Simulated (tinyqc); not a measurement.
From results back to parameters: thin-film optics by transfer matrices. Three cases, with inputs chosen for the exercise.

Problem. A bare substrate in air: with rho = tan(Psi) exp(i Delta), Delta = 180 degrees at small angles on a dielectric, conj(eps) = sin^2(theta) [1 + tan^2(theta) ((1 - rho)/(1 + rho))^2], and n + i k = sqrt(eps).

Find: rho; eps; n; k.

Method. Form rho, insert it, conjugate, and take the root with k >= 0.

Case 1.

Values chosen (out of a larger set: indices near those of resist, ARC, SiO2 on W; not measured data): lam = 365 nm (vacuum wavelength); theta_e = 60 degrees (angle of the ellipsometer).

Psi = 29.9304 degrees
Delta = 153.4104 degrees

Solution.

rho = -0.5148+0.2577i
eps = 5.23+17.02i
n = 3.394
k = 2.508

Case 2.

Values chosen (out of a larger set: indices near those of Si3N4 on Si; not measured data): lam = 193 nm (vacuum wavelength); theta_e = 65 degrees (angle of the ellipsometer).

Psi = 38.1654 degrees
Delta = 117.6076 degrees

Solution.

rho = -0.3642+0.6965i
eps = -7.75+5.09i
n = 0.872
k = 2.917

Case 3.

Values chosen (out of a larger set: indices near those of Si3N4, SiO2 on Cu; not measured data): lam = 248 nm (vacuum wavelength); theta_e = 75 degrees (angle of the ellipsometer).

Psi = 29.6297 degrees
Delta = 63.6066 degrees

Solution.

rho = 0.2528+0.5095i
eps = -1.32+5.35i
n = 1.448
k = 1.849

Computed by tinyqc, one run a case: `OMP_NUM_THREADS=1 python tinyqc.py N N+1 out.jsonl` with N = 1681013, 1681017, 1681020; one thread of a shared Intel(R) Xeon(R) Processor @ 2.30GHz, about 0.01 s a run at most.
